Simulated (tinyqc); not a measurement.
Resistance of a tapered via with liner, size effect and interface: two steps of the calculation.

A round via whose diameter grows from db at the bottom as D(z) = db + 2 z/tan(ang). The fill, of diameter D - 2 tl, starts above the bottom liner (thickness fb tl) and has rho = rho0 (1 + ks lam/(D - 2 tl)); the sidewall liner conducts in parallel with it. The bottom liner and the interface are crossed over the full area pi db^2/4. Spreading in the lines above and below is left out.

Parameters, values chosen for the exercise; fill metal close to molybdenum:
```
symbol    value      unit                                               meaning
db          9.9        nm                                diameter at the bottom
hv           34        nm                                                height
ang          88   degrees                                        sidewall angle
rho0       5.43   uohm cm                          bulk resistivity of the fill
lam          11        nm                            mean free path of the fill
ks          1.5                                              size-effect factor
tl          0.1        nm                                 liner on the sidewall
fb          0.7                   liner at the bottom over that on the sidewall
rl          340   uohm cm                              resistivity of the liner
ri      9.8e-13  ohm cm^2                   interface resistivity at the bottom
Sb       1.3e15     S/m^2  ballistic conductance per area, about 3/(4 rho0 lam)
```

Task 1. Slices of the via. Slices between z0 = fb tl and hv, evaluated at their midpoints: conductance per length pi/4 [(D - 2 tl)^2/rho + (D^2 - (D - 2 tl)^2)/rl], slice resistance = slice height over that. 6 slices.

Wanted: z; D; rho; slice resistance.

Result 1.

| slice | z (nm) | D (nm) | rho (uohm cm) | slice resistance (ohm) |
|---|---|---|---|---|
| 0 | 2.897 | 10.10 | 14.48 | 10.61 |
| 1 | 8.553 | 10.50 | 14.13 | 9.580 |
| 2 | 14.21 | 10.89 | 13.81 | 8.684 |
| 3 | 19.86 | 11.29 | 13.51 | 7.902 |
| 4 | 25.52 | 11.68 | 13.23 | 7.217 |
| 5 | 31.17 | 12.08 | 12.97 | 6.613 |

Task 2. Total resistance. R_fill = sum of the slices; R_bottom = rl fb tl/(pi db^2/4); R_interface = ri/(pi db^2/4); ballistic (Sharvin) limit 1/(Sb pi (db - 2 tl)^2/4); ideal cylinder rho0 hv/(pi db^2/4).

| slice | slice resistance (ohm) |
|---|---|
| 0 | 10.612424 |
| 1 | 9.5797448 |
| 2 | 8.6838504 |
| 3 | 7.9023078 |
| 4 | 7.2170106 |
| 5 | 6.6132289 |

Give: parts; R; shares; ballistic limit; ideal cylinder.

Result 2.

parts (ohm): fill 50.61, bottom liner 3.092, interface 1.273
R = 54.97 ohm
shares (%): fill 92.06, bottom liner 5.62, interface 2.32
ballistic limit = 10.41 ohm
ideal cylinder = 23.98 ohm

The fill is the largest part, and R is 2.29 times the ideal cylinder. With 2000 slices R = 55.001 ohm.

Program tinyqc, `OMP_NUM_THREADS=1 python tinyqc.py 2750132 2750133 out.jsonl`; Intel Xeon 2.30GHz, shared host, one thread, about 0.01 s.
